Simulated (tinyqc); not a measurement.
Worked calculation (part 2 of 2): RKS/LDA (VWN5) in the sto-3g basis, for H6, spin multiplicity 1. Computed by tinyqc, a small Python program that keeps every step (integrals from PySCF). Command: `OMP_NUM_THREADS=1 python tinyqc.py 21727 21728 out.jsonl` (the two numbers bound the seeds that draw the settings). One thread of a shared host (Intel(R) Xeon(R) Processor @ 2.60GHz), about 0.5 s of CPU time with the checks.

Geometry (angstrom):
```
atom       x       y       z
H     0.0000  0.0000  0.0000
H     0.0000  0.0000  0.7480
H     0.0000  0.0000  2.5640
H     0.0000  0.0000  3.3120
H     0.0000  0.0000  5.1280
H     0.0000  0.0000  5.8770
```

## Convergence

Stop when the energy changes by less than 1e-10 hartree and every element of the error matrix X^T (F D S - S D F) X is below 3e-06.

Course of the cycle:
```
iteration  E (hartree)     change  largest element of the error matrix
1            -2.754786          -                             1.80e-02
2            -3.364645  -6.10e-01                             2.33e-03
3            -3.364652  -6.82e-06                             1.41e-03
4            -3.364654  -1.66e-06                             1.54e-04
5            -3.364654  -2.20e-08                             4.00e-07
6            -3.364654  -1.49e-13                             3.10e-08
```

PySCF RKS in the same basis, fine grid = -3.364605 hartree

Converged in 6 iterations. The coarse grid moves the energy by -4.81e-05 hartree.

## Populations, bond orders and dipole

D after iteration 6, order 1H 1s, 2H 1s, 3H 1s, 4H 1s, 5H 1s, 6H 1s:
$$\begin{pmatrix}
0.6050 & 0.6020 & -0.0473 & -0.1188 & 0.0052 & 0.0250 \\
0.6020 & 0.6079 & 0.0262 & -0.0474 & -0.0062 & 0.0052 \\
-0.0473 & 0.0262 & 0.6086 & 0.5997 & -0.0475 & -0.1189 \\
-0.1188 & -0.0474 & 0.5997 & 0.6086 & 0.0263 & -0.0472 \\
0.0052 & -0.0062 & -0.0475 & 0.0263 & 0.6081 & 0.6022 \\
0.0250 & 0.0052 & -0.1189 & -0.0472 & 0.6022 & 0.6052
\end{pmatrix}$$

overlap S, order 1H 1s, 2H 1s, 3H 1s, 4H 1s, 5H 1s, 6H 1s:
$$\begin{pmatrix}
1.0000 & 0.6546 & 0.0439 & 0.0092 & 0.0001 & 0.0000 \\
0.6546 & 1.0000 & 0.1601 & 0.0439 & 0.0006 & 0.0001 \\
0.0439 & 0.1601 & 1.0000 & 0.6546 & 0.0439 & 0.0092 \\
0.0092 & 0.0439 & 0.6546 & 1.0000 & 0.1601 & 0.0438 \\
0.0001 & 0.0006 & 0.0439 & 0.1601 & 1.0000 & 0.6540 \\
0.0000 & 0.0001 & 0.0092 & 0.0438 & 0.6540 & 1.0000
\end{pmatrix}$$

Mulliken: Z minus the diagonal of D S on the atom; Loewdin: the same with S^(1/2) D S^(1/2); Mayer order: 2 sum_s sum (D(s) S)_ij (D(s) S)_ji over the two atoms.

Charges (e):
```
atom   Mulliken    Loewdin
1H       0.0041     0.0013
2H      -0.0040    -0.0012
3H    -9.35e-05  -8.12e-05
4H    -1.08e-04  -9.06e-05
5H      -0.0040    -0.0012
6H       0.0041     0.0013
```

Mayer bond orders:
```
pair      order
2-1      0.9858
3-1   -3.64e-06
3-2      0.0141
4-1      0.0137
4-2   -3.00e-06
4-3      0.9722
5-1   -6.03e-07
5-2    7.80e-05
5-3   -3.01e-06
5-4      0.0141
6-1      0.0005
6-2   -6.02e-07
6-3      0.0137
6-4   -3.66e-06
6-5      0.9858
```

dipole moment about the origin, x y z (debye): [0.0000, 0.0000, 0.0000]
